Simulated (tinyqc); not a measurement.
Surface photovoltage measurement of the minority-carrier diffusion length in a wafer: one step, computed by the program tinyqc.

Low injection, steady light, a depletion layer much thinner than 1/alpha and L. The excess density dn is taken at the front edge of the neutral region; light that reaches the back is lost.

Problem. One wavelength. alpha = (84.732/lambda - 76.417)^2 per cm with lambda in micrometre (an empirical fit for silicon between 0.7 and 1.05 micrometre). Thick wafer: dn = Phi L/((S_f + D/L)(L + 1/alpha)). Finite wafer, with s = S_b L/D, w = W/L, a = alpha L: dn = [Phi a/(a^2 - 1)] [a - B - exp(-alpha W)(a - s)/(cosh w + s sinh w)]/(S_f + B D/L), B = (sinh w + s cosh w)/(cosh w + s sinh w). Photovoltage V = (k_B T/e) ln(1 + dn/n_0). Lifetime = L^2/D.

Inputs (values chosen for the exercise, modelled on p-type silicon at room temperature): diffusion length L = 120 micrometre; wafer thickness W = 725 micrometre; diffusivity D = 33.7 cm^2/s; front recombination velocity S_f = 570 cm/s; back recombination velocity S_b = 9600 cm/s; photon flux entering = 9.8e+13 1/(cm^2 s); minority density at the surface barrier scale n_0 = 1.2e+10 1/cm^3; temperature T = 298 K; wavelength = 929 nm.

Constants: k_B = 8.617333262e-05 eV/K.

Give: alpha; penetration depth 1/alpha; dn, thick wafer; B; dn, finite wafer; photovoltage V; lifetime.

Solution.

alpha = 218.77 1/cm

penetration depth 1/alpha = 45.711 micrometre

dn, thick wafer = 2.1007e+10 1/cm^3

B = 1.0000

dn, finite wafer = 2.1006e+10 1/cm^3

photovoltage V = 25.982 mV

lifetime = 4.2730 microsecond

Caution: dn is not small against n_0, so V is not linear in the flux; the constant-flux reading then needs dn, not V.
